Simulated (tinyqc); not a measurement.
Binding against carrier density: donor level screened by free carriers (Yukawa potential).

Screening wave number: Debye ks^2 = 4 pi q n/(eps kB T); Thomas-Fermi ks^2 = 6 pi q n/(eps EF) with EF = c (3 pi^2 n/gv)^(2/3)/m, c = hbar^2/2m0; the two are joined by 1/ks^2 = sqrt(1/ks_D^4 + 1/ks_TF^4). 1e18/cm^3 = 1e-6/angstrom^3, q = e^2/(4 pi eps0).

Potential -(q/(eps r)) exp(-ks r), q = e^2/(4 pi eps0). In units Ry* = Ry m/eps^2 and a* = a0 eps/m the problem is [-Laplacian - 2 exp(-x r)/r] psi = E psi with x = ks a*.

Converged values use 18 functions exp(-z r), z = 1.55^i, i = -11 to 6: S = 2/A^3, H = z_i z_j S - 2/(A + x)^2, A = z_i + z_j.

Constants: e^2/(4 pi eps0) = 14.39964547 eV angstrom; kB = 8.617333262e-05 eV/K; hbar^2/2m0 = 3.80998211 eV angstrom^2.

Values chosen for the exercise (near those of a donor in 4H SiC, with one mean mass; the results hold for these values, not for the real material):
- m = 0.404 m0 (mass)
- eps = 9.7 (dielectric constant)
- gv = 3 (valleys)
- T = 400 K (temperature)
- nl = (0.072, 0.24, 0.72, 2.4, 7.2, 24, 72) x 1e18/cm^3 (densities)

Ry* = 58.4196 meV
a* = 12.705 angstrom

x from the joined ks; converged 1s binding (dash: x above 1.17, at or past the limit 1.19 where the state unbinds).

Results:
```
n (1e18/cm^3)  EF/kB T  1/ks (angstrom)      x  binding (meV)  n^(1/3) a*
0.072             0.02            160.2  0.079          49.68       0.053
0.24              0.05             87.8  0.145          43.19       0.079
0.72              0.10             50.7  0.251          33.95       0.114
2.4               0.23             27.9  0.455          19.80       0.170
7.2               0.47             16.4  0.775           5.95       0.245
24                1.05              9.7  1.311              -       0.366
72                2.18              6.7  1.889              -       0.529
```

What can be read from this table?

The binding falls from 49.7 to 5.9 meV (bare value 58.4); it passes half the bare value between 0.72 and 2.4 x 1e18/cm^3. The level is unbound, or bound by less than 0.001 Ry*, from 24 x 1e18/cm^3 on; as the density rises, it is lost by the time n^(1/3) a* reaches 0.37. x grows with exponent 0.50 in n at the start and 0.33 at the end (1/2 for Debye, 1/6 for Thomas-Fermi screening).

Run: tinyqc, `OMP_NUM_THREADS=1 python tinyqc.py 1251473 1251474 out.jsonl`; Intel(R) Xeon(R) Processor @ 2.30GHz, one thread, shared host; about 0.01 s of CPU time with all checks.
